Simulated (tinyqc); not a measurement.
Round nanowire with a gate all round, subbands and threshold shift from confinement: one step of the calculation.

Undoped body with a flat potential across it, hard walls, transport along x. Three valley pairs (g = 2 each) with the longitudinal mass along x, y or z. Non-parabolicity enters the subband edges through E (1 + al E) = gamma, so E = 2 gamma/(1 + sqrt(1 + 4 al gamma)); motion within a subband is taken as parabolic with the band-edge mass. Energies are counted from the bulk band edge.

Task. Threshold shift. Each subband has N_k = g sqrt(2 mx m0 kB T/(pi hbar^2)); without degeneracy n = exp(EF/Vt) sum N_k exp(-E_k/Vt). Classical value Nc times pi t^2/4, Nc = sum over valleys of 2 g (m m0 kB T/(2 pi hbar^2))^1.5 with m = (mx my mz)^(1/3). Threshold shift dVT = Vt ln(classical value/sum N_k exp(-E_k/Vt)). Use the subbands listed.

Values chosen for this exercise; masses close to those of silicon:

| symbol | value | unit | meaning |
|---|---|---|---|
| T | 300 | K | temperature |
| ml | 0.9 | m0 | longitudinal mass |
| mt | 0.194 | m0 | transverse mass |
| t | 5.3 | nm | diameter |

Constants: q = 1.602176634e-19 C, kB = 1.380649e-23 J/K, hbar = 1.054571817e-34 J s, m0 = 9.1093837015e-31 kg, Vt = kB T/q. Results are converted to the units shown.

| subband | E_k (eV) | N_k (cm^-1) |
|---|---|---|
| y0,1 | 0.091278353 | 4.0939405e6 |
| z0,1 | 0.091278353 | 4.0939405e6 |
| x0,1 | 0.15018376 | 8.8178340e6 |
| y1,1 | 0.23173145 | 8.1878810e6 |
| z1,1 | 0.23173145 | 8.1878810e6 |
| x1,1 | 0.38127662 | 1.7635668e7 |

Find: shares; sum N_k exp(-E_k/Vt); Nc; classical value; dVT.

Result.

| subband | shares (%) |
|---|---|
| y0,1 | 44.680 |
| z0,1 | 44.680 |
| x0,1 | 9.857 |
| y1,1 | 0.391 |
| z1,1 | 0.391 |
| x1,1 | 0.003 |

sum N_k exp(-E_k/Vt) = 2.6830e5 cm^-1
Nc = 2.7711e19 cm^-3
classical value = 6.1135e6 cm^-1
dVT = 80.817 mV

Range of the model: For the strongly anisotropic y and z valleys the mean inverse mass serves only for l = 0; pairs with l > 0 really split widely.

Program tinyqc, `OMP_NUM_THREADS=1 python tinyqc.py 2350066 2350067 out.jsonl`; Intel Xeon 2.30GHz, shared host, one thread, about 0.2 s.
